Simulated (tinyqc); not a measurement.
Standing waves and exposure in a photoresist film, step by step. Values are carried at full precision from step to step, so a last printed digit may differ when a step is redone from the rounded ones.

Normal incidence from air. Unexposed resist: N1 = n1 + i k1 with k1 = (A + B) lam/(4 pi), lam in micrometres. r01 = (1 - N1)/(1 + N1), t01 = 2/(1 + N1). Below the resist lie the layer Na = na + i ka and the substrate Ns = ns + i ks: r12 = (r1a + ras x)/(1 + r1a ras x), x = exp(4 pi i Na da/lam), r1a = (N1 - Na)/(N1 + Na), ras = (Na - Ns)/(Na + Ns). With p = exp(2 pi i N1 d/lam), the field at depth z is E(z) = t01 [exp(2 pi i N1 z/lam) + r12 p^2 exp(-2 pi i N1 z/lam)]/(1 + r01 r12 p^2), the relative intensity I(z) = n1 |E(z)|^2 and the reflectance R = |(r01 + r12 p^2)/(1 + r01 r12 p^2)|^2.

Values chosen for the exercise (a resist on Si, indices near tabulated ones; the results hold for these values, not for the real material): lam = 248 nm (vacuum wavelength); n1 = 1.767 (resist index); A = 0.08 1/micrometre (bleachable absorption (Dill A)); B = 0.81 1/micrometre (fixed absorption (Dill B)); d = 374 nm (resist thickness); ns = 1.581 (substrate n); ks = 3.635 (substrate k); na = 1.811 (n of the bottom antireflection layer); ka = 0.437 (its k); da = 87 nm (its thickness); C = 0.014 cm^2/mJ (exposure rate (Dill C)); D = 20 mJ/cm^2 (incident dose); Ld = 30 nm (diffusion length of the post-exposure bake).

## Interface coefficients

Form N1, r01, t01 and r12.

N1 = 1.76700+0.01756i
r01 = -0.2772-0.0046i
t01 = 0.7228-0.0046i
r12 = 0.0435-0.1700i
|r12|^2 = 0.0308

Next to the bottom the intensity swings by a factor ((1 + |r12|)/(1 - |r12|))^2 = 2.03 between antinode and node; without the layer |r12|^2 would be 0.5344.

## Round trip and reflectance

Form p^2, the denominator and R; the period of the standing wave is lam/(2 n1).

p^2 = -0.3434+0.6293i
1 + r01 r12 p^2 = 0.9749-0.0242i
R = 0.0430
period = 70.18 nm

The film holds 5.33 periods.

## Intensity and exposure over the lowest period

Nine depths from d - period to d. Without bleaching during the exposure the share of unexposed compound is m = exp(-C D I).

Profile:
```
z (nm)      I      m
303.8   0.821  0.795
312.6   0.631  0.838
321.4   0.513  0.866
330.1   0.534  0.861
338.9   0.678  0.827
347.7   0.858  0.786
356.5   0.965  0.763
365.2   0.933  0.770
374.0   0.778  0.804
```

I runs from 0.513 to 0.965 on these points, so m runs from 0.763 to 0.866; the least exposed point listed lies 52.6 nm above the bottom.

## Smoothing by the bake

Gaussian diffusion of length Ld multiplies a cosine of period L by exp(-2 pi^2 Ld^2/L^2). Give that factor, and the Ld that leaves 10 %.

factor = 0.0271
Ld for 10 % = 23.97 nm

## Checks

- R against the transfer-matrix product: both 0.042985.

(tinyqc, `OMP_NUM_THREADS=1 python tinyqc.py 1651353 1651354 out.jsonl`, Intel(R) Xeon(R) Processor @ 2.30GHz, 1 thread, shared host, about 0.01 s.)
